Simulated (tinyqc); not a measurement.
Inside a calculation. Method: plane-wave Kohn-Sham cycle with exchange-only LDA in a layered model solid. Computed by tinyqc, a small Python program that keeps every step. Settings: points = 16, plane-wave index or count = 2, electrons = 4, k points = 4, area = 9.0, mixing = 0.3, iteration cap = 53. Command: `OMP_NUM_THREADS=1 python tinyqc.py 29519 29520 out.jsonl` (the two numbers bound the seeds that draw the settings). One thread of a shared host (Intel(R) Xeon(R) Processor @ 2.60GHz), about 0.04 s of CPU time with the checks. Later iterations appear only in the table of the cycle.

## Iteration 1: potential

A solid whose potential varies along x alone (atomic units):

| parameter | value |
|---|---|
| period a | 6.900000 |
| cross-section of the cell | 9.000000 |
| electrons per cell | 4 |
| grid points | 16 |
| plane waves -n..n, n | 2 |
| k points | 4 |
| V1 in V1 cos(2 pi x/a) | -0.630000 |

density at the start, on the grid x_j = j a/N (e/bohr^3): 0.0644122  0.0644122  0.0644122  0.0644122  0.0644122  0.0644122  0.0644122  0.0644122  0.0644122  0.0644122  0.0644122  0.0644122  0.0644122  0.0644122  0.0644122  0.0644122

V_H(G) = 4 pi rho(G)/G^2 for G != 0 (uniform background); v_x = -(3 rho/pi)^(1/3); V = V_ext + V_H + v_x; Fourier components f(G_m) = (1/N) sum_j f(x_j) exp(-i G_m x_j).

Potentials on the grid (hartree):

| x | V_ext | V_H | v_x | V |
|---|---|---|---|---|
| 0.00000 | -0.63000 | 0.00000 | -0.39474 | -1.02474 |
| 0.43125 | -0.58204 | 0.00000 | -0.39474 | -0.97679 |
| 0.86250 | -0.44548 | 0.00000 | -0.39474 | -0.84022 |
| 1.29375 | -0.24109 | 0.00000 | -0.39474 | -0.63583 |
| 1.72500 | 0 | 0.00000 | -0.39474 | -0.39474 |
| 2.15625 | 0.24109 | 0.00000 | -0.39474 | -0.15365 |
| 2.58750 | 0.44548 | 0.00000 | -0.39474 | 0.05074 |
| 3.01875 | 0.58204 | 0.00000 | -0.39474 | 0.18730 |
| 3.45000 | 0.63000 | 0.00000 | -0.39474 | 0.23526 |
| 3.88125 | 0.58204 | 0.00000 | -0.39474 | 0.18730 |
| 4.31250 | 0.44548 | 0.00000 | -0.39474 | 0.05074 |
| 4.74375 | 0.24109 | 0.00000 | -0.39474 | -0.15365 |
| 5.17500 | 0 | 0.00000 | -0.39474 | -0.39474 |
| 5.60625 | -0.24109 | 0.00000 | -0.39474 | -0.63583 |
| 6.03750 | -0.44548 | 0.00000 | -0.39474 | -0.84022 |
| 6.46875 | -0.58204 | 0.00000 | -0.39474 | -0.97679 |

V(G_m), m = 0, 1, 2, ... (hartree): -0.39474  -0.31500  0.00000  0.00000  0.00000

## Iteration 1: Hamiltonian at one k

k = 0.12500 2 pi / a

H(m,m') = (k + G_m)^2/2 delta + V(G_m - G_m'), with V(-G) = V(G).

H (hartree), lower triangle:
```
          -2        -1        +0        +1       +2
-2   1.06284
-1  -0.31500  -0.07731
+0   0.00000  -0.31500  -0.38826
+1   0.00000   0.00000  -0.31500   0.12999
+2   0.00000   0.00000   0.00000  -0.31500  1.47745
```

## Iteration 1: levels at that k

Diagonalise the Hermitian matrix.

eigenvalues (hartree): -0.69325  -0.07016  0.26955  1.14853  1.55003

## Iteration 1: new density

Motion across x is left out: the lowest 2 band(s) hold two electrons at each of the k points (j + 1/2)/nk - 1/2. Residual R = rho(out) - rho(in); rho(new) = rho(in) + 0.3 R. rho(out) = 2/(a A nk) sum |psi|^2 with psi = sum c exp(i G x). Harris energy E = band energy - dV sum rho (V_H/2 + v_x) + (3/4) dV sum rho v_x with rho(in), dV = a A/N, band energy = (2/nk) sum of the filled levels.

rho(out) (e/bohr^3): 0.0981903  0.1027890  0.1076592  0.0981657  0.0728718  0.0440289  0.0231545  0.0126653  0.0097367  0.0126653  0.0231545  0.0440289  0.0728718  0.0981657  0.1076592  0.1027890

density after iteration 1 (e/bohr^3): 0.0745457  0.0759253  0.0773863  0.0745383  0.0669501  0.0582972  0.0520349  0.0488882  0.0480096  0.0488882  0.0520349  0.0582972  0.0669501  0.0745383  0.0773863  0.0759253

energy per cell = -1.1800688 hartree

## Iteration 2: potential

As before.

Potentials on the grid (hartree):

| x | V_ext | V_H | v_x | V |
|---|---|---|---|---|
| 0.00000 | -0.63000 | 0.22142 | -0.41444 | -0.82302 |
| 0.43125 | -0.58204 | 0.20928 | -0.41698 | -0.78975 |
| 0.86250 | -0.44548 | 0.17019 | -0.41964 | -0.69492 |
| 1.29375 | -0.24109 | 0.10168 | -0.41443 | -0.55384 |
| 1.72500 | 0 | 0.01046 | -0.39986 | -0.38940 |
| 2.15625 | 0.24109 | -0.08648 | -0.38183 | -0.22722 |
| 2.58750 | 0.44548 | -0.16963 | -0.36764 | -0.09179 |
| 3.01875 | 0.58204 | -0.22447 | -0.36007 | -0.00250 |
| 3.45000 | 0.63000 | -0.24348 | -0.35790 | 0.02862 |
| 3.88125 | 0.58204 | -0.22447 | -0.36007 | -0.00250 |
| 4.31250 | 0.44548 | -0.16963 | -0.36764 | -0.09179 |
| 4.74375 | 0.24109 | -0.08648 | -0.38183 | -0.22722 |
| 5.17500 | 0 | 0.01046 | -0.39986 | -0.38940 |
| 5.60625 | -0.24109 | 0.10168 | -0.41443 | -0.55384 |
| 6.03750 | -0.44548 | 0.17019 | -0.41964 | -0.69492 |
| 6.46875 | -0.58204 | 0.20928 | -0.41698 | -0.78975 |

V(G_m), m = 0, 1, 2, ... (hartree): -0.39333  -0.21308  -0.00196  0.00014  0.00001

## Iteration 2: Hamiltonian at one k

k = 0.12500 2 pi / a

As before.

H (hartree), lower triangle:
```
          -2        -1        +0        +1       +2
-2   1.06426
-1  -0.21308  -0.07590
+0  -0.00196  -0.21308  -0.38685
+1   0.00014  -0.00196  -0.21308   0.13140
+2   0.00001   0.00014  -0.00196  -0.21308  1.47886
```

## Iteration 2: levels at that k

As before.

eigenvalues (hartree): -0.55638  -0.04513  0.19733  1.10369  1.51226

## Iteration 2: new density

As before.

rho(out) (e/bohr^3): 0.0898257  0.0921929  0.0945650  0.0886637  0.0725091  0.0521034  0.0349551  0.0246889  0.0214137  0.0246889  0.0349551  0.0521034  0.0725091  0.0886637  0.0945650  0.0921929

density after iteration 2 (e/bohr^3): 0.0791297  0.0808056  0.0825399  0.0787759  0.0686178  0.0564391  0.0469110  0.0416284  0.0400308  0.0416284  0.0469110  0.0564391  0.0686178  0.0787759  0.0825399  0.0808056

energy per cell = -0.9401245 hartree

## Convergence

Stop when sqrt(dV sum R^2) is below 1e-8, dV = a A/N.

Course of the cycle:

| iteration | E (hartree) | norm of the residual |
|---|---|---|
| 1 | -1.1800688 | 2.98e-01 |
| 2 | -0.9401245 | 1.30e-01 |
| 3 | -0.8978922 | 4.69e-02 |
| 4 | -0.8925765 | 1.65e-02 |
| 5 | -0.8919719 | 6.83e-03 |
| 6 | -0.8919051 | 3.80e-03 |
| 7 | -0.8918983 | 2.53e-03 |
| 8 | -0.8918979 | 1.77e-03 |
| 9 | -0.8918980 | 1.24e-03 |
| 10 | -0.8918981 | 8.71e-04 |
| 11 | -0.8918982 | 6.10e-04 |
| ... | ... | ... |
| 33 | -0.8918982 | 2.49e-07 |
| 34 | -0.8918982 | 1.75e-07 |
| 35 | -0.8918982 | 1.23e-07 |
| 36 | -0.8918982 | 8.61e-08 |
| 37 | -0.8918982 | 6.05e-08 |
| 38 | -0.8918982 | 4.25e-08 |
| 39 | -0.8918982 | 2.98e-08 |
| 40 | -0.8918982 | 2.09e-08 |
| 41 | -0.8918982 | 1.47e-08 |
| 42 | -0.8918982 | 1.03e-08 |
| 43 | -0.8918982 | 7.25e-09 |

Converged in 43 iterations. Before convergence this energy mixes input and output and is not variational, so it may rise towards its limit.
